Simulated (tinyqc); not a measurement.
Atomic layer deposition: Langmuir saturation, growth per cycle and coating of deep features: one step, computed by the program tinyqc.

Precursor A sticks only on free sites, so a long enough pulse saturates; co-reactant B then frees the sites again.

Problem. Flux and saturation time. Wall flux F = p/sqrt(2 pi M k_B T); rate of filling k_a = beta F/q; desorption k_d = 1e13 exp(-E_d/(k_B T)) per second. 1/m^2 = 1e-18/nm^2. Temperatures in kelvin are T(C) + 273.15.

Inputs (values chosen for the exercise, modelled on silicon dioxide from an aminosilane and ozone):
```
quantity                                  value    unit
precursor mass M                            174       u
site density q                              2.5  1/nm^2
sticking probability beta on free sites  0.0061       -
precursor pressure p                       0.57      Pa
temperature T                               250       C
desorption energy E_d                      1.76      eV
```

Constants: u = 1.6605390666e-27 kg; k_B = 1.380649e-23 J/K; k_B = 8.617333262e-05 eV/K.

Give: flux F; k_a; k_d; time to 99 % without desorption, ln(100)/k_a.

Solution.

flux F = 4978 1/(nm^2 s)

k_a = 12.15 1/s

k_d = 1.109e-04 1/s

time to 99 % without desorption, ln(100)/k_a = 0.3792 s
